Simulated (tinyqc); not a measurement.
Gap and screening length from two transmissions.

Inverse problem. At the source junction of a tunnel FET, T(w) = exp(-S), S = 2 pi lam sqrt(m/(C Eg)) [w + Eg/2 - sqrt(w (w + Eg))], C = hbar^2/(2 m0). Find Eg (between 0.1 and 3 eV) and lam.

Parameters, values chosen for the exercise: band-edge mass of the two-band model m = 0.088 m0.

Constants: q = 1.602176634e-19 C, hbar = 1.054571817e-34 J s, m0 = 9.1093837015e-31 kg, hbar^2/(2 m0) = 0.0380998212 eV nm^2. Results are converted to the units shown.

T(w) at w = 0.07 and 0.33 eV: 0.0048644493  0.039446922

Answer. The ratio of the two exponents depends on Eg alone and falls steadily with it, which fixes Eg; either exponent then gives lam.

ratio of the two S = 1.65
Eg = 1.36 eV
lam = 1.50 nm

tinyqc, about 0.01 s, one thread, Intel Xeon 2.30GHz (shared host): `OMP_NUM_THREADS=1 python tinyqc.py 2620113 2620114 out.jsonl`
